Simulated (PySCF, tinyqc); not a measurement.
Worked calculation: CISD on RHF in the sto-3g basis, for H4, spin multiplicity 1. The lowest restricted solution is unstable here: a spin-polarised one lies 0.0564 hartree lower (PySCF). One step of it, computed by the program tinyqc.

Task: Iteration 2 (converged): orbitals. Diagonalise F' = X^T F X, C = X C', fill 2 alpha and 2 beta electrons from the bottom; D = 2 C_occ C_occ^T. Each column has its largest component positive (the first on a tie).

converged F (hartree):
```
           1H 1s      2H 1s      3H 1s      4H 1s
1H 1s  -0.160843  -0.350645  -0.090502  -0.066969
2H 1s  -0.350645  -0.160843  -0.066969  -0.090502
3H 1s  -0.090502  -0.066969  -0.160843  -0.350645
4H 1s  -0.066969  -0.090502  -0.350645  -0.160843
```

X:
```
               1          2          3         4
1H 1s   0.635747   0.576524   0.471784  0.407419
2H 1s  -0.635747  -0.576524   0.471784  0.407419
3H 1s  -0.635747   0.576524  -0.471784  0.407419
4H 1s   0.635747  -0.576524  -0.471784  0.407419
```

Give: F' = X^T F X; orbital energies; coefficients C; D after iteration 2.

Result:

F' = X^T F X (hartree):
```
       1      2       3       4
1  0.345  0.000   0.000   0.000
2  0.000  0.221   0.000   0.000
3  0.000  0.000  -0.315   0.000
4  0.000  0.000   0.000  -0.444
```

orbital energies (hartree): MO1 -0.444, MO2 -0.315, MO3 0.221, MO4 0.345

coefficients C:
```
         MO1     MO2     MO3     MO4
1H 1s  0.407   0.472   0.577   0.636
2H 1s  0.407   0.472  -0.577  -0.636
3H 1s  0.407  -0.472   0.577  -0.636
4H 1s  0.407  -0.472  -0.577   0.636
```

D after iteration 2:
```
        1H 1s   2H 1s   3H 1s   4H 1s
1H 1s   0.777   0.777  -0.113  -0.113
2H 1s   0.777   0.777  -0.113  -0.113
3H 1s  -0.113  -0.113   0.777   0.777
4H 1s  -0.113  -0.113   0.777   0.777
```
